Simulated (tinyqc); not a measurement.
## Mass and degeneracy from charge and saturation current

Problem. At high drain voltage only states moving towards the drain are filled: n = (N0/2) F_0(eta), N0 = gv m kB T/(pi hbar^2), F_0(x) = ln(1 + exp x), and I = q (N0/2) vT F_(1/2)(eta) per width, vT = sqrt(2 kB T/(pi m)), F_(1/2)(x) = (2/sqrt(pi)) int_0^infinity u^(1/2)/(1 + exp(u - x)) du. Find eta and m.

Inputs (values chosen for the exercise):
- T = 400 K (temperature)
- gv = 1 (valley degeneracy)

Constants: q = 1.602176634e-19 C, kB = 1.380649e-23 J/K, hbar = 1.054571817e-34 J s, m0 = 9.1093837015e-31 kg. Results are converted to the units shown.

n = 4.7128745e11 cm^-2
I = 203.40666 uA/um

Answer. The mass drops out of I^2/(q^2 n) = gv (kB T)^2 F_(1/2)^2/(pi^2 hbar^2 F_0), which rises with eta and so fixes it; n then gives m.

eta = 0.4500
m = 0.06940 m0

Program tinyqc, `OMP_NUM_THREADS=1 python tinyqc.py 2400044 2400045 out.jsonl`; Intel Xeon 2.30GHz, shared host, one thread, about 0.01 s.
